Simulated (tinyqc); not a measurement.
Configuration-coordinate model of carrier capture at a defect: one step. The multiphonon factor. Four cases, with inputs chosen for the exercise.

Question. Form p, nb, x and ln W, the classical ln W, and the capture time 1/(nu W).

Two parabolas of equal curvature k in one coordinate Q: with the carrier free at the band edge, U_f = k Q^2/2; with the carrier trapped, U_t = k (Q - dQ)^2/2 - ET. ER = k dQ^2/2, Huang-Rhys factor S = ER/hw, hw = 0.0646541 sqrt(k/M) eV for k in eV/angstrom^2 and M in u. The curves cross at a height Eb = (ER - ET)^2/(4 ER) above the free minimum.

Multiphonon factor for giving p = ET/hw phonons to the lattice: W = exp(-S (2 nb + 1)) ((nb + 1)/nb)^(p/2) I_p(x), nb = 1/(exp(hw/kT) - 1), x = 2 S sqrt(nb (nb + 1)), I_p the modified Bessel function. Classical limit: W = hw exp(-Eb/kT)/sqrt(4 pi ER kT). At T = 0: exp(-S) S^p/Gamma(p + 1).

Constants: kB = 8.617333262e-05 eV/K.

Case 1.

Values chosen (of the size met at a vacancy centre in SiC; shifted at random, so the results belong to these values and not to a real crystal): ET = 0.7 eV (thermal depth of the level below the band edge); ER = 0.48 eV (relaxation energy); hw = 0.04 eV (phonon energy of the mode); T = 350 K (temperature); nu = 1e+13 1/s (attempt rate).

Case 2.

Values chosen (of the size met at a deep level in Si; shifted at random, so the results belong to these values and not to a real crystal): ET = 0.42 eV (thermal depth of the level below the band edge); ER = 0.09 eV (relaxation energy); hw = 0.043 eV (phonon energy of the mode); T = 77 K (temperature); nu = 1e+12 1/s (attempt rate).

Case 3.

Values chosen (of the size met at a deep level in GaN; shifted at random, so the results belong to these values and not to a real crystal): ET = 1.01 eV (thermal depth of the level below the band edge); ER = 0.6 eV (relaxation energy); hw = 0.032 eV (phonon energy of the mode); T = 400 K (temperature); nu = 1e+11 1/s (attempt rate).

Case 4.

Values chosen (of the size met at a deep level in Si; shifted at random, so the results belong to these values and not to a real crystal): ET = 0.46 eV (thermal depth of the level below the band edge); ER = 0.13 eV (relaxation energy); hw = 0.034 eV (phonon energy of the mode); T = 300 K (temperature); nu = 1e+11 1/s (attempt rate).

Give: p, nb, x; ln W; capture time.

Answer.

Case 1.

p, nb, x: [17.5000, 0.3614, 16.8352]

ln W: quantum -3.208, classical -3.203

capture time = 2.47e-12 s

The quantum factor is 0.995 times the classical one at kT/hw = 0.75: the two agree.

Case 2.

p, nb, x: [9.7674, 0.0015, 0.1642]

ln W: quantum -9.430, classical -46.290

capture time = 1.25e-08 s

The quantum factor is 1.02e+16 times the classical one at kT/hw = 0.15: nuclear tunnelling rules.

Case 3.

p, nb, x: [31.5625, 0.6534, 38.9788]

ln W: quantum -4.688, classical -4.800

capture time = 1.09e-09 s

The quantum factor is 1.12 times the classical one at kT/hw = 1.08: the classical form serves within a factor of e.

Case 4.

p, nb, x: [13.5294, 0.3669, 5.4156]

ln W: quantum -7.699, classical -9.900

capture time = 2.21e-08 s

The quantum factor is 9.03 times the classical one at kT/hw = 0.76: nuclear tunnelling rules.

Computed by tinyqc, one run a case: `OMP_NUM_THREADS=1 python tinyqc.py N N+1 out.jsonl` with N = 1480072, 1480777, 1480793, 1480919; one thread of a shared Intel(R) Xeon(R) Processor @ 2.30GHz, about 0.01 s a run at most.
